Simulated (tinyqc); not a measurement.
Temperatures in a stack of 3 dies with leakage feedback: one step of the calculation.

One-dimensional heat flow to a sink below die 0. The power of each die is released in a plane at its top; from the plane of die j > 0 heat crosses its silicon (ts), a bond layer and the wiring of die j - 1; from die 0 it crosses t0, paste and sink. Copper shares the path through bond and wiring in parallel: k_eff = fm km + (1 - fm) k. Silicon is taken at the temperature of the plane above it. Leakage is P_l exp((T - 350 K)/Tl).

Question. Resistances per area at 300 K. R = thickness/conductivity for each layer.

Inputs (values chosen for the exercise); conductivities of the order met in silicon, wiring layers, bonds and pastes:
```
symbol  value      unit                                       meaning
k0        146   W/(m K)              conductivity of silicon at 300 K
ts         30        um                    thickness of a thinned die
t0        775        um         thickness of the die next to the sink
tb          6        um                thickness of the wiring layers
kb        3.3   W/(m K)             conductivity of the wiring layers
tg         20        um                     thickness of a bond layer
kg        0.8   W/(m K)           conductivity of the bond dielectric
fm       0.01            area share of copper through bond and wiring
km        390   W/(m K)                        conductivity of copper
Rt       0.06  K cm^2/W                                 paste and lid
Rs       0.47  K cm^2/W                                     heat sink
```

Find: thick die; thinned die; k_eff of the bond; k_eff of the wiring; bond plus wiring; paste plus sink.

Answer.

thick die = 0.053082 K cm^2/W
thinned die = 0.0020548 K cm^2/W
k_eff of the bond = 4.6920 W/(m K)
k_eff of the wiring = 7.1670 W/(m K)
bond plus wiring = 0.050997 K cm^2/W
paste plus sink = 0.53000 K cm^2/W

Program tinyqc, `OMP_NUM_THREADS=1 python tinyqc.py 2162189 2162190 out.jsonl`; Intel Xeon 2.30GHz, shared host, one thread, about 0.03 s.
